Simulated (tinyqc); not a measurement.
Inside a calculation: optical gain and spontaneous emission in a bulk direct-gap semiconductor. Values are carried at full precision from step to step, so a last printed digit may differ when a step is redone from the rounded ones.

F_j(eta) = (1/Gamma(j + 1)) integral_0^infinity x^j dx/(1 + exp(x - eta)), which tends to exp(eta) for eta << 0.

Quasi-Fermi levels: n = Nc F_1/2(Fc/kT) and p = Nv F_1/2(Fv/kT), Fc counted up from the conduction edge and Fv down from the valence edge; Nc, Nv from N = 2 (m kB T/(4 pi c))^(3/2) with c = hbar^2/2m0, in 1/angstrom^3; times 1e24 for 1/cm^3, with me and (mhh^(3/2) + mlh^(3/2))^(2/3).

Constants: hbar^2/2m0 = 3.80998211 eV angstrom^2; kB = 8.617333262e-05 eV/K; fine-structure constant alpha = 0.007297352564; hbar = 6.58211957e-16 eV s; hbar c = 1973.269805 eV angstrom.

Values chosen for the exercise (near those of InGaAs; not measured data): me = 0.0425 m0 (electron mass); mhh = 0.463 m0 (heavy-hole mass); mlh = 0.0512 m0 (light-hole mass); n = 2.7e+18 1/cm^3 (injected density, n = p); T = 350 K; Eg = 0.752 eV (direct gap); Ep = 23.3 eV (Kane energy); nr = 3.49 (refractive index); E = 0.809 eV (photon energy).

## Quasi-Fermi levels

Solve for Fc and Fv.

kT = 0.030161 eV
Nc = 2.771e+17 1/cm^3
Nv = 1.033e+19 1/cm^3
Fc = 0.1616 eV
Fv = -0.0377 eV
Fc + Fv = 0.1239 eV

The separation of the quasi-Fermi levels exceeds the gap, so photons between Eg and Eg + (Fc + Fv) see gain. The quasi-Fermi level of the electrons lies inside the band, that of the holes in the gap.

## Absorption of the empty crystal

Parabolic bands, vertical transitions, no excitons. For each hole band j: mr = me mj/(me + mj); joint density of states J_j(E) = (mr/c)^(3/2) sqrt(E - Eg)/(2 pi^2), both spins, c = hbar^2/2m0; averaged matrix element |e.p|^2 = m0 Ep/6; alpha_j(E) = 4 pi^2 alpha_f c Ep J_j/(3 nr E) in 1/angstrom (alpha_f the fine-structure constant, listed as alpha among the constants), times 1e8 for 1/cm.

Evaluate at E for heavy and light holes.

mr, J and alpha of each hole band:
```
hole   mr (m0)  J (1/(eV angstrom^3))  alpha (1/cm)
heavy  0.03893              1.249e-05        3771.4
light  0.02322              5.756e-06        1737.8
```

The heavy-hole band gives 68 % of the total, 5509 1/cm.

## Occupations and gain at E

For band j the electron sits at Ee = (E - Eg) mr/me above its edge and the hole at Eh = (E - Eg) mr/mj; fe = 1/(1 + exp((Ee - Fc)/kT)), fh = 1/(1 + exp((Eh - Fv)/kT)); gain g = sum_j alpha_j (fe + fh - 1).

Use mr and alpha from the table.

Energies, occupations and gain of each hole band:
```
hole   Ee (eV)  Eh (eV)     fe     fh  g (1/cm)
heavy   0.0522   0.0048  0.974  0.196       643
light   0.0311   0.0259  0.987  0.108       166
```

total gain = 809 1/cm

E - Eg = 0.0570 eV is below Fc + Fv = 0.1239 eV, so both bands give gain (Bernard-Duraffourg).

## Spontaneous emission

Spontaneous rate: R = integral of (nr E/(hbar c))^2/(pi^2 hbar) sum_j alpha_j fe fh dE, with alpha in 1/cm and (nr E/(hbar c))^2 in 1/cm^2 (1e16 per 1/angstrom^2); B = R/(n p); lifetime n/R.

Integrate over photon energy.

R = 5.57e+26 1/(cm^3 s)
B = 7.64e-11 cm^3/s
radiative lifetime = 4.85 ns

## Checks

- B at n = 1e13 1/cm^3 against the van Roosbroeck-Shockley value from alpha and ni^2 (cm^3/s): both 1.16e-10.

tinyqc: `OMP_NUM_THREADS=1 python tinyqc.py 1651009 1651010 out.jsonl`; about 0.08 s, one thread, shared Intel(R) Xeon(R) Processor @ 2.30GHz.
